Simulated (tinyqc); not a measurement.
Two coupled magnetic layers: synthetic antiferromagnet, spin flop, exchange bias and magnetoresistance: one step, computed by the program tinyqc. Command: `OMP_NUM_THREADS=1 python tinyqc.py 3027224 3027225 out.jsonl saf walk`. One thread of a shared host (Intel(R) Xeon(R) Processor @ 2.30GHz), about 0.3 s of CPU time with the checks.

Moments lie in the plane at the angles p1, p2 from the field. Energy per area: E = J1 cos(p1 - p2) + J2 cos^2(p1 - p2) - B M_s (t1 cos p1 + t2 cos p2) + K (t1 sin^2 p1 + t2 sin^2 p2).

Task: Saturation field. The parallel state is stable while the Hessian at p1 = p2 = 0 is positive: with c = J1 + 2 J2 and u = B M_s + 2K, (u t1 - c)(u t2 - c) > c^2, so B_sat M_s = c (1/t1 + 1/t2) - 2K. B_K = 2K/M_s.

Inputs (values chosen for the exercise, for a model stack):

| quantity | value | unit |
|---|---|---|
| saturation magnetisation M_s | 1350 | kA/m |
| thickness t1 | 3.8 | nm |
| thickness t2 | 2.6 | nm |
| antiferromagnetic coupling J1 | 0.39 | mJ/m^2 |
| biquadratic coupling J2 | 0 | mJ/m^2 |
| in-plane anisotropy K | 3.4 | kJ/m^3 |
| field over the saturation field | 0.74 | - |

Field direction: along the easy axis.

Give: exchange field c (1/t1 + 1/t2)/M_s; B_K; saturation field B_sat; applied field B.

Result:

exchange field c (1/t1 + 1/t2)/M_s = 187.13 mT

B_K = 5.0370 mT

saturation field B_sat = 182.10 mT

applied field B = 134.75 mT
